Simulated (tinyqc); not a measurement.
# Length offset and series resistance from crossing lines

Problem. R_total = Rs + k (L - dL)/Vo with constant Rs, dL and k. Find k, dL and Rs.

R_total at (L, Vo) = (60, 0.38), (180, 0.38), (60, 0.83) and (180, 0.83), L in nm and Vo in V (ohm um): [604.39474, 1457.0263, 395.98795, 786.34940]

Solution. At each overdrive R is a straight line in L with slope k/Vo; the two lines cross at L = dL, R = Rs.

k = 2.700 ohm um V/nm
dL = 5.900 nm
Rs = 220.0 ohm um

Computed by the program tinyqc: `OMP_NUM_THREADS=1 python tinyqc.py 2282204 2282205 out.jsonl`, one thread of a shared Intel Xeon 2.30GHz, about 0.06 s for the whole run.
